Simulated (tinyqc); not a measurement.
Inside a calculation. Method: Pariser-Parr-Pople SCF with singles CI, for the molecule c1ccc2ccccc2c1 (SMILES; centres numbered as the heavy atoms are written). Computed by tinyqc, a small Python program that keeps every step. Settings: charge = 0, gamma = MN, start = huckel, damping = 0, iteration cap = 89, excitations kept = 4. Command: `OMP_NUM_THREADS=1 python tinyqc.py 29483 29484 out.jsonl` (the two numbers bound the seeds that draw the settings). One thread of a shared host (Intel(R) Xeon(R) Processor @ 2.60GHz), about 0.01 s of CPU time with the checks. Later iterations appear only in the table of the cycle.

## PPP integrals

Centres (angstrom, eV; a flat drawing with bonds scaled to 1.40 angstrom):
```
centre          x          y  core charge z          W   gamma_rr
1C       2.425000  -0.700000              1  11.160000  11.130000
2C       2.425000   0.700000              1  11.160000  11.130000
3C       1.212000   1.400000              1  11.160000  11.130000
4C       0.000000   0.700000              1  11.160000  11.130000
5C      -1.212000   1.400000              1  11.160000  11.130000
6C      -2.425000   0.700000              1  11.160000  11.130000
7C      -2.425000  -0.700000              1  11.160000  11.130000
8C      -1.212000  -1.400000              1  11.160000  11.130000
9C       0.000000  -0.700000              1  11.160000  11.130000
10C      1.212000  -1.400000              1  11.160000  11.130000
```

Resonance integrals (eV):
```
i    j       beta
1    2  -2.290000
2    3  -2.290000
3    4  -2.290000
4    5  -2.290000
5    6  -2.290000
6    7  -2.290000
7    8  -2.290000
8    9  -2.290000
9   10  -2.290000
10   1  -2.290000
9    4  -2.290000
```

Mataga-Nishimoto: gamma = 14.399645/(R + a), a = 2 x 14.399645/(gamma_rr + gamma_ss); H_rr = -W_r - sum_(s != r) z_s gamma_rs; H_rs = beta for bonds.

repulsion gamma_rs (eV):
```
            1C         2C         3C         4C         5C         6C         7C         8C
1C   11.130000   5.345539   3.871994   3.517359   2.621214   2.270597   2.343780   2.881359
2C    5.345539  11.130000   5.344569   3.872154   2.881359   2.343780   2.270597   2.621214
3C    3.871994   5.344569  11.130000   5.346287   3.873196   2.881359   2.621214   2.881514
4C    3.517359   3.872154   5.346287  11.130000   5.346287   3.872154   3.517359   3.872515
5C    2.621214   2.881359   3.873196   5.346287  11.130000   5.344569   3.871994   3.517455
6C    2.270597   2.343780   2.881359   3.872154   5.344569  11.130000   5.345539   3.871994
7C    2.343780   2.270597   2.621214   3.517359   3.871994   5.345539  11.130000   5.344569
8C    2.881359   2.621214   2.881514   3.872515   3.517455   3.871994   5.344569  11.130000
9C    3.872154   3.517359   3.872515   5.345539   3.872515   3.517359   3.872154   5.346287
10C   5.344569   3.871994   3.517455   3.872515   2.881514   2.621214   2.881359   3.873196

            9C        10C
1C    3.872154   5.344569
2C    3.517359   3.871994
3C    3.872515   3.517455
4C    5.345539   3.872515
5C    3.872515   2.881514
6C    3.517359   2.621214
7C    3.872154   2.881359
8C    5.346287   3.873196
9C   11.130000   5.346287
10C   5.346287  11.130000
```

core matrix H (eV):
```
             1C          2C          3C          4C          5C          6C          7C          8C
1C   -43.228564   -2.290000    0.000000    0.000000    0.000000    0.000000    0.000000    0.000000
2C    -2.290000  -43.228564   -2.290000    0.000000    0.000000    0.000000    0.000000    0.000000
3C     0.000000   -2.290000  -45.370102   -2.290000    0.000000    0.000000    0.000000    0.000000
4C     0.000000    0.000000   -2.290000  -49.722169   -2.290000    0.000000    0.000000    0.000000
5C     0.000000    0.000000    0.000000   -2.290000  -45.370102   -2.290000    0.000000    0.000000
6C     0.000000    0.000000    0.000000    0.000000   -2.290000  -43.228564   -2.290000    0.000000
7C     0.000000    0.000000    0.000000    0.000000    0.000000   -2.290000  -43.228564   -2.290000
8C     0.000000    0.000000    0.000000    0.000000    0.000000    0.000000   -2.290000  -45.370102
9C     0.000000    0.000000    0.000000   -2.290000    0.000000    0.000000    0.000000   -2.290000
10C   -2.290000    0.000000    0.000000    0.000000    0.000000    0.000000    0.000000    0.000000

             9C         10C
1C     0.000000   -2.290000
2C     0.000000    0.000000
3C     0.000000    0.000000
4C    -2.290000    0.000000
5C     0.000000    0.000000
6C     0.000000    0.000000
7C     0.000000    0.000000
8C    -2.290000    0.000000
9C   -49.722169   -2.290000
10C   -2.290000  -45.370102
```

## Starting guess

pi electrons, sum of z_r less the charge = 10

Orbitals of the Hueckel matrix of the beta values.

P at the start:
```
            1C         2C         3C         4C         5C         6C         7C         8C
1C    1.000000   0.603165   0.000000  -0.240883   0.000000   0.155952   0.000000  -0.169863
2C    0.603165   1.000000   0.724564   0.000000  -0.169863   0.000000   0.155952   0.000000
3C    0.000000   0.724564   1.000000   0.554700   0.000000  -0.169863   0.000000   0.084932
4C   -0.240883   0.000000   0.554700   1.000000   0.554700   0.000000  -0.240883   0.000000
5C    0.000000  -0.169863   0.000000   0.554700   1.000000   0.724564   0.000000  -0.362282
6C    0.155952   0.000000  -0.169863   0.000000   0.724564   1.000000   0.603165   0.000000
7C    0.000000   0.155952   0.000000  -0.240883   0.000000   0.603165   1.000000   0.724564
8C   -0.169863   0.000000   0.084932   0.000000  -0.362282   0.000000   0.724564   1.000000
9C    0.000000  -0.240883   0.000000   0.518233   0.000000  -0.240883   0.000000   0.554700
10C   0.724564   0.000000  -0.362282   0.000000   0.084932   0.000000  -0.169863   0.000000

            9C        10C
1C    0.000000   0.724564
2C   -0.240883   0.000000
3C    0.000000  -0.362282
4C    0.518233   0.000000
5C    0.000000   0.084932
6C   -0.240883   0.000000
7C    0.000000  -0.169863
8C    0.554700   0.000000
9C    1.000000   0.554700
10C   0.554700   1.000000
```

## Iteration 1: Fock matrix

F_rr = H_rr + P_rr gamma_rr / 2 + sum_(s != r) P_ss gamma_rs; F_rs = H_rs - P_rs gamma_rs / 2; E = tr P (H + F) / 2 + core repulsion sum_(r<s) z_r z_s gamma_rs.

F (eV):
```
            1C         2C         3C         4C         5C         6C         7C         8C
1C   -5.595000  -3.902121   0.000000   0.423636   0.000000  -0.177052   0.000000   0.244719
2C   -3.902121  -5.595000  -4.226240   0.000000   0.244719   0.000000  -0.177052   0.000000
3C    0.000000  -4.226240  -5.595000  -3.772793   0.000000   0.244719   0.000000  -0.122366
4C    0.423636   0.000000  -3.772793  -5.595000  -3.772793   0.000000   0.423636   0.000000
5C    0.000000   0.244719   0.000000  -3.772793  -5.595000  -4.226240   0.000000   0.637155
6C   -0.177052   0.000000   0.244719   0.000000  -4.226240  -5.595000  -3.902121   0.000000
7C    0.000000  -0.177052   0.000000   0.423636   0.000000  -3.902121  -5.595000  -4.226240
8C    0.244719   0.000000  -0.122366   0.000000   0.637155   0.000000  -4.226240  -5.595000
9C    0.000000   0.423636   0.000000  -3.675118   0.000000   0.423636   0.000000  -3.772793
10C  -4.226240   0.000000   0.637155   0.000000  -0.122366   0.000000   0.244719   0.000000

            9C        10C
1C    0.000000  -4.226240
2C    0.423636   0.000000
3C    0.000000   0.637155
4C   -3.675118   0.000000
5C    0.000000  -0.122366
6C    0.423636   0.000000
7C    0.000000   0.244719
8C   -3.772793   0.000000
9C   -5.595000  -3.772793
10C  -3.772793  -5.595000
```

pi energy = -127.786053 eV

## Iteration 1: orbitals and new P

Diagonalise F (the basis is taken as orthonormal) and form P = 2 sum c c over the lowest orbitals.

orbital energies (eV): -13.878085  -12.079511  -11.147492  -10.103910  -9.113962  -2.076038  -1.086090  -0.042508  0.889511  2.688085

P after iteration 1:
```
            1C         2C         3C         4C         5C         6C         7C         8C
1C    1.000000   0.594717   0.000000  -0.246479   0.000000   0.146413   0.000000  -0.160051
2C    0.594717   1.000000   0.733830   0.000000  -0.160051   0.000000   0.146413   0.000000
3C    0.000000   0.733830   1.000000   0.546315   0.000000  -0.160051   0.000000   0.088268
4C   -0.246479   0.000000   0.546315   1.000000   0.546315   0.000000  -0.246479   0.000000
5C    0.000000  -0.160051   0.000000   0.546315   1.000000   0.733830   0.000000  -0.360035
6C    0.146413   0.000000  -0.160051   0.000000   0.733830   1.000000   0.594717   0.000000
7C    0.000000   0.146413   0.000000  -0.246479   0.000000   0.594717   1.000000   0.733830
8C   -0.160051   0.000000   0.088268   0.000000  -0.360035   0.000000   0.733830   1.000000
9C    0.000000  -0.246479   0.000000   0.530636   0.000000  -0.246479   0.000000   0.546315
10C   0.733830   0.000000  -0.360035   0.000000   0.088268   0.000000  -0.160051   0.000000

            9C        10C
1C    0.000000   0.733830
2C   -0.246479   0.000000
3C    0.000000  -0.360035
4C    0.530636   0.000000
5C    0.000000   0.088268
6C   -0.246479   0.000000
7C    0.000000  -0.160051
8C    0.546315   0.000000
9C    1.000000   0.546315
10C   0.546315   1.000000
```

## Iteration 2: Fock matrix

As before.

F (eV):
```
            1C         2C         3C         4C         5C         6C         7C         8C
1C   -5.595000  -3.879541   0.000000   0.433478   0.000000  -0.166223   0.000000   0.230583
2C   -3.879541  -5.595000  -4.251003   0.000000   0.230583   0.000000  -0.166223   0.000000
3C    0.000000  -4.251003  -5.595000  -3.750380   0.000000   0.230583   0.000000  -0.127173
4C    0.433478   0.000000  -3.750380  -5.595000  -3.750380   0.000000   0.433478   0.000000
5C    0.000000   0.230583   0.000000  -3.750380  -5.595000  -4.251003   0.000000   0.633203
6C   -0.166223   0.000000   0.230583   0.000000  -4.251003  -5.595000  -3.879541   0.000000
7C    0.000000  -0.166223   0.000000   0.433478   0.000000  -3.879541  -5.595000  -4.251003
8C    0.230583   0.000000  -0.127173   0.000000   0.633203   0.000000  -4.251003  -5.595000
9C    0.000000   0.433478   0.000000  -3.708268   0.000000   0.433478   0.000000  -3.750380
10C  -4.251003   0.000000   0.633203   0.000000  -0.127173   0.000000   0.230583   0.000000

            9C        10C
1C    0.000000  -4.251003
2C    0.433478   0.000000
3C    0.000000   0.633203
4C   -3.708268   0.000000
5C    0.000000  -0.127173
6C    0.433478   0.000000
7C    0.000000   0.230583
8C   -3.750380   0.000000
9C   -5.595000  -3.750380
10C  -3.750380  -5.595000
```

pi energy = -127.797975 eV

## Iteration 2: orbitals and new P

As before.

orbital energies (eV): -13.876691  -12.080272  -11.141527  -10.107839  -9.127331  -2.062669  -1.082161  -0.048473  0.890272  2.686691

P after iteration 2:
```
            1C         2C         3C         4C         5C         6C         7C         8C
1C    1.000000   0.590167   0.000000  -0.248205   0.000000   0.143583   0.000000  -0.156511
2C    0.590167   1.000000   0.738231   0.000000  -0.156511   0.000000   0.143583   0.000000
3C    0.000000   0.738231   1.000000   0.542296   0.000000  -0.156511   0.000000   0.087800
4C   -0.248205   0.000000   0.542296   1.000000   0.542296   0.000000  -0.248205   0.000000
5C    0.000000  -0.156511   0.000000   0.542296   1.000000   0.738231   0.000000  -0.358783
6C    0.143583   0.000000  -0.156511   0.000000   0.738231   1.000000   0.590167   0.000000
7C    0.000000   0.143583   0.000000  -0.248205   0.000000   0.590167   1.000000   0.738231
8C   -0.156511   0.000000   0.087800   0.000000  -0.358783   0.000000   0.738231   1.000000
9C    0.000000  -0.248205   0.000000   0.537233   0.000000  -0.248205   0.000000   0.542296
10C   0.738231   0.000000  -0.358783   0.000000   0.087800   0.000000  -0.156511   0.000000

            9C        10C
1C    0.000000   0.738231
2C   -0.248205   0.000000
3C    0.000000  -0.358783
4C    0.537233   0.000000
5C    0.000000   0.087800
6C   -0.248205   0.000000
7C    0.000000  -0.156511
8C    0.542296   0.000000
9C    1.000000   0.542296
10C   0.542296   1.000000
```

## Iteration 3: Fock matrix

As before.

F (eV):
```
            1C         2C         3C         4C         5C         6C         7C         8C
1C   -5.595000  -3.867380   0.000000   0.436513   0.000000  -0.163010   0.000000   0.225482
2C   -3.867380  -5.595000  -4.262764   0.000000   0.225482   0.000000  -0.163010   0.000000
3C    0.000000  -4.262764  -5.595000  -3.739634   0.000000   0.225482   0.000000  -0.126498
4C    0.436513   0.000000  -3.739634  -5.595000  -3.739634   0.000000   0.436513   0.000000
5C    0.000000   0.225482   0.000000  -3.739634  -5.595000  -4.262764   0.000000   0.631002
6C   -0.163010   0.000000   0.225482   0.000000  -4.262764  -5.595000  -3.867380   0.000000
7C    0.000000  -0.163010   0.000000   0.436513   0.000000  -3.867380  -5.595000  -4.262764
8C    0.225482   0.000000  -0.126498   0.000000   0.631002   0.000000  -4.262764  -5.595000
9C    0.000000   0.436513   0.000000  -3.725901   0.000000   0.436513   0.000000  -3.739634
10C  -4.262764   0.000000   0.631002   0.000000  -0.126498   0.000000   0.225482   0.000000

            9C        10C
1C    0.000000  -4.262764
2C    0.436513   0.000000
3C    0.000000   0.631002
4C   -3.725901   0.000000
5C    0.000000  -0.126498
6C    0.436513   0.000000
7C    0.000000   0.225482
8C   -3.739634   0.000000
9C   -5.595000  -3.739634
10C  -3.739634  -5.595000
```

pi energy = -127.800254 eV

## Iteration 3: orbitals and new P

As before.

orbital energies (eV): -13.876319  -12.080562  -11.138265  -10.108733  -9.133693  -2.056307  -1.081267  -0.051735  0.890562  2.686319

P after iteration 3:
```
            1C         2C         3C         4C         5C         6C         7C         8C
1C    1.000000   0.587799   0.000000  -0.248824   0.000000   0.142692   0.000000  -0.155097
2C    0.587799   1.000000   0.740380   0.000000  -0.155097   0.000000   0.142692   0.000000
3C    0.000000   0.740380   1.000000   0.540362   0.000000  -0.155097   0.000000   0.087034
4C   -0.248824   0.000000   0.540362   1.000000   0.540362   0.000000  -0.248824   0.000000
5C    0.000000  -0.155097   0.000000   0.540362   1.000000   0.740380   0.000000  -0.358073
6C    0.142692   0.000000  -0.155097   0.000000   0.740380   1.000000   0.587799   0.000000
7C    0.000000   0.142692   0.000000  -0.248824   0.000000   0.587799   1.000000   0.740380
8C   -0.155097   0.000000   0.087034   0.000000  -0.358073   0.000000   0.740380   1.000000
9C    0.000000  -0.248824   0.000000   0.540548   0.000000  -0.248824   0.000000   0.540362
10C   0.740380   0.000000  -0.358073   0.000000   0.087034   0.000000  -0.155097   0.000000

            9C        10C
1C    0.000000   0.740380
2C   -0.248824   0.000000
3C    0.000000  -0.358073
4C    0.540548   0.000000
5C    0.000000   0.087034
6C   -0.248824   0.000000
7C    0.000000  -0.155097
8C    0.540362   0.000000
9C    1.000000   0.540362
10C   0.540362   1.000000
```

## Convergence

Stop when output and input P, before any damping, agree to 1e-7.

Course of the cycle:
```
iteration         E (eV)  largest |P(out) - P(in)|
1          -127.78605325                  1.24e-02
2          -127.79797491                  6.60e-03
3          -127.80025450                  3.31e-03
4          -127.80076902                  1.63e-03
5          -127.80089169                  7.98e-04
6          -127.80092143                  3.90e-04
7          -127.80092868                  1.91e-04
8          -127.80093045                  9.38e-05
9          -127.80093089                  4.61e-05
10         -127.80093099                  2.27e-05
11         -127.80093102                  1.12e-05
12         -127.80093103                  5.52e-06
13         -127.80093103                  2.73e-06
14         -127.80093103                  1.35e-06
15         -127.80093103                  6.66e-07
16         -127.80093103                  3.29e-07
17         -127.80093103                  1.63e-07
18         -127.80093103                  8.05e-08
```

Converged in 18 iterations.

## Converged orbitals

Charges are z - P_rr.

orbital energies (eV): -13.876176  -12.080811  -11.135149  -10.108776  -9.139793  -2.050207  -1.081224  -0.054851  0.890811  2.686176

coefficients:
```
          MO1        MO2        MO3        MO4        MO5        MO6        MO7        MO8
1C   0.240515   0.424729  -0.184540  -0.397615  -0.263827  -0.263827   0.397615  -0.184540
2C   0.240515   0.424729   0.184540  -0.397615   0.263827  -0.263827  -0.397615  -0.184540
3C   0.301796   0.263827   0.398639  -0.002460   0.424729   0.424729   0.002460   0.398639
4C   0.449603   0.000000   0.337734   0.428711   0.000000   0.000000   0.428711  -0.337734
5C   0.301796  -0.263827   0.398639  -0.002460  -0.424729  -0.424729   0.002460   0.398639
6C   0.240515  -0.424729   0.184540  -0.397615  -0.263827   0.263827  -0.397615  -0.184540
7C   0.240515  -0.424729  -0.184540  -0.397615   0.263827   0.263827   0.397615  -0.184540
8C   0.301796  -0.263827  -0.398639  -0.002460   0.424729  -0.424729  -0.002460   0.398639
9C   0.449603   0.000000  -0.337734   0.428711   0.000000   0.000000  -0.428711  -0.337734
10C  0.301796   0.263827  -0.398639  -0.002460  -0.424729   0.424729  -0.002460   0.398639

           MO9       MO10
1C    0.424729  -0.240515
2C   -0.424729   0.240515
3C    0.263827  -0.301796
4C    0.000000   0.449603
5C   -0.263827  -0.301796
6C    0.424729   0.240515
7C   -0.424729  -0.240515
8C    0.263827   0.301796
9C    0.000000  -0.449603
10C  -0.263827   0.301796
```

pi charges: 1C 0.000000, 2C 0.000000, 3C 0.000000, 4C 0.000000, 5C 0.000000, 6C 0.000000, 7C 0.000000, 8C 0.000000, 9C 0.000000, 10C 0.000000

## Singles CI, singlets

Over the 4 single excitations with the smallest orbital gaps: A = (e_a - e_i) delta + 2 (ia|jb) - (ij|ab), with (pq|rs) = sum c_mp c_mq gamma_mn c_nr c_ns. f = 2/3 w |mu|^2 in atomic units, mu = sqrt2 sum c_ia sum_m c_mi c_ma R_m.

singlet CI matrix (eV):
```
          5>6        5>7        4>6       4>7
5>6  4.535358   0.000000   0.000000  0.486676
5>7  0.000000   4.887975  -0.785263  0.000000
4>6  0.000000  -0.785263   4.887975  0.000000
4>7  0.486676   0.000000   0.000000  6.205748
```

singlet excitation energies (eV): 4.102711  4.403907  5.673238  6.337199

oscillator strengths: 0.000000  0.281681  2.035263  0.875054

## Singles CI, triplets

Over the 4 single excitations with the smallest orbital gaps: A = (e_a - e_i) delta - (ij|ab), with (pq|rs) = sum c_mp c_mq gamma_mn c_nr c_ns.

triplet CI matrix (eV):
```
          5>6       5>7       4>6       4>7
5>6  2.416413  0.000000  0.000000  0.252488
5>7  0.000000  3.850224  0.252488  0.000000
4>6  0.000000  0.252488  3.850224  0.000000
4>7  0.252488  0.000000  0.000000  4.087973
```

triplet excitation energies (eV): 2.379107  3.597736  4.102711  4.125278
